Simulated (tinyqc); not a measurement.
Three programmes: liquidus of a compound AB in a simple-solution melt, liquid-phase epitaxy and vapour pressures. Computed by tinyqc, a small Python program. Command: `OMP_NUM_THREADS=1 python tinyqc.py 3022826 3022827 out.jsonl liq35 walk`. One thread of a shared host (Intel(R) Xeon(R) Processor @ 2.30GHz), about 0.06 s of CPU time with the checks.

x is the atom fraction of B in the melt. The melt is a simple solution: R T ln gamma_B = W (1 - x)^2, R T ln gamma_A = W x^2, W = a + b T. The solid AB is stoichiometric.

Inputs (values chosen for the exercise, modelled on InAs for the melt):

| quantity | value | unit |
|---|---|---|
| melting point T_F | 1215 | K |
| entropy of fusion S_F | 61.5 | J/(mol K) |
| interaction a | 16.9 | kJ/mol |
| interaction slope b | -40.2 | J/(mol K) |
| saturation temperature T | 1013 | K |
| step dT | 11 | K |
| cooling rate c | 1.6 | K/min |
| diffusivity in the melt D | 7.2e-05 | cm^2/s |
| molar volume of the melt V_L | 16.7 | cm^3/mol |
| lattice constant a0 | 6.058 | angstrom |
| melt depth w | 6.3 | mm |

Constants: R = 8.314462618 J/(mol K); N_A = 6.02214076e+23 1/mol; k_B = 8.617333262e-05 eV/K.

Method:
- Liquidus (Vieland): f(x) = R T ln[4 x (1 - x)] + 2 W (1/2 - x)^2 + S_F (T_F - T) = 0.
- Newton steps with f' = (1 - 2x)[R T/(x (1 - x)) - 2 W], from the dilute estimate x = (1/4) exp[-(S_F (T_F - T) + W/2)/(R T)]; stop below 1e-13; f under 1e-6 shown as 0.
- dx/dT = -(df/dT)/f', df/dT = R ln[4 x (1 - x)] + 2 b (1/2 - x)^2 - S_F, f' = (1 - 2x)[R T/(x (1 - x)) - 2 W]. Concentrations: C_L = x N_A/V_L in the melt, C_S = 4/a0^3 in the solid; m = dT/dC_L.
- Semi-infinite melt (Hsieh): step d = 2 dT sqrt(D t/pi)/(C_S m); ramp d = (4/3) c sqrt(D/pi) t^(3/2)/(C_S m); supercooling is their sum. A melt of depth w can give at most w (undercooling)/(C_S m).

C_S = 1.79917e+22 1/cm^3

slope m = 3.02716e-20 K cm^3

dx/dT = 9.16072e-04 1/K

solubility x = 0.138890

Thickness (micrometre):

| t (min) | step | ramp | supercooling | sqrt(D t) (mm) |
|---|---|---|---|---|
| 0.2 | 6.699 | 1.2992e-01 | 6.83 | 0.2939 |
| 0.5 | 10.592 | 5.1354e-01 | 11.11 | 0.4648 |
| 1.0 | 14.979 | 1.4525e+00 | 16.43 | 0.6573 |
| 2.0 | 21.183 | 4.1083e+00 | 25.29 | 0.9295 |
| 5.0 | 33.494 | 1.6240e+01 | 49.73 | 1.4697 |
| 10.0 | 47.368 | 4.5932e+01 | 93.30 | 2.0785 |
| 20.0 | 66.988 | 1.2992e+02 | 196.90 | 2.9394 |

Step cooling goes as t^(1/2), ramp cooling as t^(3/2); they are equal at t = 3 dT/(2 c) = 10.3 min. The local exponent of their sum runs from 0.53 to 1.08. Rows with sqrt(D t) above about half the depth of 6.3 mm are overestimates. In the late ramp rows the undercooling is so large that the liquidus slope is not constant.
